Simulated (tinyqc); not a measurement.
# MOS capacitor on an n-type substrate, surface potential from the exact charge relation: what changes with what

Uniform n-type substrate, Boltzmann statistics, full ionisation, classical densities. psi is the surface potential against the body (positive when the bands bend down) and u = -psi/Vt. Traps are spread evenly over the gap and neutral at flat band, so their charge is -q Dit psi; the minority quasi-Fermi level is shifted by Vb.

Inputs (values chosen for the exercise); band and dielectric values those of a made-up semiconductor: temperature T = 300 K; band gap Eg = 3.44 eV; relative permittivity eps_r = 9.46; conduction-band density of states at T Nc = 2.86e18 cm^-3; valence-band density of states at T Nv = 4.2e19 cm^-3; electron affinity chi = 3.31 eV; donor density of the substrate N = 3.6e15 cm^-3; relative permittivity of the gate insulator (close to hafnium oxide) eox = 21.4; insulator thickness tox = 28 nm; gate work function phiM = 3.79 eV; fixed charge at the interface, in units of q Nf = 0 cm^-2; density of interface traps Dit = 0 cm^-2 eV^-1; reverse bias of the inversion layer against the body Vb = 0 V.

Constants: q = 1.602176634e-19 C, kB = 1.380649e-23 J/K, Vt = kB T/q, eps0 = 8.8541878128e-14 F/cm where lengths are in cm. Results are converted to the units shown.

Each table varies one quantity; the others keep the values above.

## Capacitance-voltage curves

ni = sqrt(Nc Nv) exp(-Eg/(2 Vt)), Eg in volts; phiF = Vt ln(N/ni); Cox = eps0 eox/tox; Vfb = phiM - chi - Vt ln(Nc/N) - q Nf/Cox; Q0 = sqrt(2 eps0 eps_r q N Vt); r = (ni/N)^2 exp(-Vb/Vt); VT = Vfb - [(2 phiF + Vb)(1 + q Dit/Cox) + sqrt(2 eps0 eps_r q N (2 phiF + Vb))/Cox]. u = -psi/Vt; F^2 = exp(-u) + u - 1 + r (exp(u) - u - 1); Qs = +sign(u) Q0 F; Cs = -dQs/dpsi = (Q0/Vt) |1 - exp(-u) + r (exp(u) - 1)|/(2 F). psi solves Vg = Vfb + psi + (q Dit psi - Qs)/Cox. Low frequency: 1/C_LF = 1/Cox + 1/(Cs + q Dit). High frequency, in the simple estimate in which traps and minority carriers do not follow: 1/C_HF = 1/Cox + 1/Cd, Cd being Cs with r = 0 at the same psi. Deep depletion: r = 0 and Dit = 0 both in the equation for psi and in Cs. Minority sheet density N_inv = (Q0/(2 q)) int_0^u r (exp(t) - 1)/F(t) dt for u > 0. N_inv under 1 cm^-2 is printed as 0. Regimes: accumulation when majority carriers gather, then depletion up to |psi| = phiF + Vb, weak inversion up to 2 phiF + Vb, strong inversion beyond.

Results:
```
Vg (V),psi (V),C_LF/Cox,C_HF/Cox,C_deep/Cox,N_inv (cm^-2),regime
0.85,0.1987,0.8697,0.8697,0.8697,0,accumulation
0.34,0.02625,0.2256,0.2256,0.2256,0,accumulation
-0.18,-0.4572,0.03379,0.03379,0.03379,0,depletion
-0.69,-0.9531,0.02330,0.02330,0.02330,0,depletion
-1.2,-1.453,0.01887,0.01887,0.01887,0,depletion
-1.72,-1.963,0.01623,0.01623,0.01623,0,weak inversion
-2.23,-2.466,0.01449,0.01449,0.01449,0,weak inversion
-2.75,-2.978,0.01530,0.01319,0.01319,2.389e8,weak inversion
-3.77,-3.268,0.9394,0.01259,0.01141,3.075e12,strong inversion
-4.29,-3.293,0.9617,0.01255,0.01074,5.166e12,strong inversion
```

Estimate the missing row, Vg = -3.26 V.

Computed row:
```
Vg (V),psi (V),C_LF/Cox,C_HF/Cox,C_deep/Cox,N_inv (cm^-2),regime
-3.26,-3.223,0.8629,0.01268,0.01220,1.112e12,strong inversion
```

With this row back in the table: C_LF/Cox is lowest, 0.0145, at Vg = -2.23 V (weak inversion) among the rows listed and is 0.962 in the last row, where C_HF/Cox is 0.0125 and the deep-depletion value 0.0107. Vfb = 0.307 V, where C_HF/Cox = 0.168 (Cox in series with eps0 eps_r/LD), and VT = -2.80 V. Over the last two rows psi moves by only 0.048 V a volt of gate bias, since the inversion charge screens the body. In strong accumulation and inversion degeneracy and confinement, left out here, lower the capacitance.

## Effect of the relative permittivity of the gate insulator on threshold and swing

ni = sqrt(Nc Nv) exp(-Eg/(2 Vt)), Eg in volts; phiF = Vt ln(N/ni); Cox = eps0 eox/tox; Vfb = phiM - chi - Vt ln(Nc/N) - q Nf/Cox; VT = Vfb - [(2 phiF + Vb)(1 + q Dit/Cox) + sqrt(2 eps0 eps_r q N (2 phiF + Vb))/Cox]. gamma = sqrt(2 eps0 eps_r q N)/Cox; Wm = sqrt(2 eps0 eps_r (2 phiF + Vb)/(q N)); m = 1 + (eps0 eps_r/Wm + q Dit)/Cox; swing m Vt ln 10; Cmin/Cox = 1/(1 + Cox Wm/(eps0 eps_r)).

The same in every row: Vfb (V) = 0.3074; 2 phiF (V) = 3.025; Wm (nm) = 937.4.

Effect of the relative permittivity of the gate insulator on threshold and swing:
```
eox,gamma (V^0.5),VT (V),m,swing (mV/decade),Cmin/Cox
3.9,0.2520,-3.156,1.072,63.84,0.06756
5,0.1966,-3.060,1.057,62.89,0.05349
7.5,0.1311,-2.946,1.038,61.77,0.03631
9,0.1092,-2.908,1.031,61.40,0.03044
15,0.06553,-2.832,1.019,60.65,0.01849
22,0.04468,-2.796,1.013,60.29,0.01268
30,0.03277,-2.775,1.009,60.09,0.009331
```

As eox goes from 3.9 to 30, VT rises from -3.16 to -2.77 V, the swing falls from 63.8 to 60.1 mV/decade and Cmin/Cox falls from 0.0676 to 0.00933. Vfb does not move. m - 1 goes as eox^(-1.00), that is as 1/Cox.

## Effect of the donor density of the substrate on threshold and swing

Same model as above.

Effect of the donor density of the substrate on threshold and swing:
```
N (cm^-3),Vfb (V),2 phiF (V),gamma (V^0.5),VT (V),Wm (nm),m,swing (mV/decade),Cmin/Cox
1e15,0.2743,2.959,0.02421,-2.726,1759,1.007,59.95,0.006988
2.5e15,0.2979,3.006,0.03828,-2.775,1121,1.011,60.18,0.01092
6.1e15,0.3210,3.053,0.05979,-2.836,723.3,1.017,60.55,0.01682
1.5e16,0.3443,3.099,0.09376,-2.920,464.8,1.027,61.11,0.02594
3.8e16,0.3683,3.147,0.1492,-3.044,294.3,1.042,62.03,0.04036
9.3e16,0.3914,3.193,0.2335,-3.219,189.5,1.065,63.41,0.06132
2.3e17,0.4148,3.240,0.3672,-3.486,121.4,1.102,65.60,0.09255
5.7e17,0.4383,3.287,0.5780,-3.897,77.65,1.159,69.01,0.1375
```

What does the table show?

As N goes from 1e15 to 5.7e17, VT falls from -2.73 to -3.90 V, the swing rises from 59.9 to 69.0 mV/decade and Cmin/Cox rises from 0.00699 to 0.137. Of the change of VT by -1.17 V, 0.164 V comes from Vfb and -1.33 V from the band bending and the charge it takes. gamma goes as N^(0.50) and Wm as N^(-0.49); phiF, which grows slowly with N, keeps the latter from -1/2.

Computed by the program tinyqc: `OMP_NUM_THREADS=1 python tinyqc.py 2060060 2060061 out.jsonl`, one thread of a shared Intel Xeon 2.30GHz, about 0.01 s for the whole run.
